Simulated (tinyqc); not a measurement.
Resistance of a tapered via with liner, size effect and interface: two steps of the calculation.

A round via whose diameter grows from db at the bottom as D(z) = db + 2 z/tan(ang). The fill, of diameter D - 2 tl, starts above the bottom liner (thickness fb tl) and has rho = rho0 (1 + ks lam/(D - 2 tl)); the sidewall liner conducts in parallel with it. The bottom liner and the interface are crossed over the full area pi db^2/4. Spreading in the lines above and below is left out.

Parameters, values chosen for the exercise; fill metal close to copper:
- db = 17 nm (diameter at the bottom)
- hv = 25 nm (height)
- ang = 89 degrees (sidewall angle)
- rho0 = 1.73 uohm cm (bulk resistivity of the fill)
- lam = 39.6 nm (mean free path of the fill)
- ks = 0.6 (size-effect factor)
- tl = 2.4 nm (liner on the sidewall)
- fb = 1 (liner at the bottom over that on the sidewall)
- rl = 220 uohm cm (resistivity of the liner)
- ri = 7.9e-12 ohm cm^2 (interface resistivity at the bottom)
- Sb = 1.1e15 S/m^2 (ballistic conductance per area, about 3/(4 rho0 lam))

Problem 1. Slices of the via. Slices between z0 = fb tl and hv, evaluated at their midpoints: conductance per length pi/4 [(D - 2 tl)^2/rho + (D^2 - (D - 2 tl)^2)/rl], slice resistance = slice height over that. 7 slices.

Give: z; D; rho; slice resistance.

Solution 1.

```
slice,z (nm),D (nm),rho (uohm cm),slice resistance (ohm)
0,4.014,17.14,5.061,1.338
1,7.243,17.25,5.031,1.306
2,10.47,17.37,5.001,1.276
3,13.70,17.48,4.972,1.246
4,16.93,17.59,4.944,1.218
5,20.16,17.70,4.916,1.190
6,23.39,17.82,4.888,1.163
```

Problem 2. Total resistance. R_fill = sum of the slices; R_bottom = rl fb tl/(pi db^2/4); R_interface = ri/(pi db^2/4); ballistic (Sharvin) limit 1/(Sb pi (db - 2 tl)^2/4); ideal cylinder rho0 hv/(pi db^2/4).

```
slice,slice resistance (ohm)
0,1.3376093
1,1.3061295
2,1.2756801
3,1.2462183
4,1.2177037
5,1.1900976
6,1.1633634
```

Give: parts; R; shares; ballistic limit; ideal cylinder.

Solution 2.

parts (ohm): fill 8.737, bottom liner 23.26, interface 3.480
R = 35.48 ohm
shares (%): fill 24.63, bottom liner 65.56, interface 9.81
ballistic limit = 7.777 ohm
ideal cylinder = 1.905 ohm

The bottom liner is the largest part, and R is 18.6 times the ideal cylinder. With 2000 slices R = 35.480 ohm.

Computed by the program tinyqc: `OMP_NUM_THREADS=1 python tinyqc.py 2750155 2750156 out.jsonl`, one thread of a shared Intel Xeon 2.30GHz, about 0.01 s for the whole run.
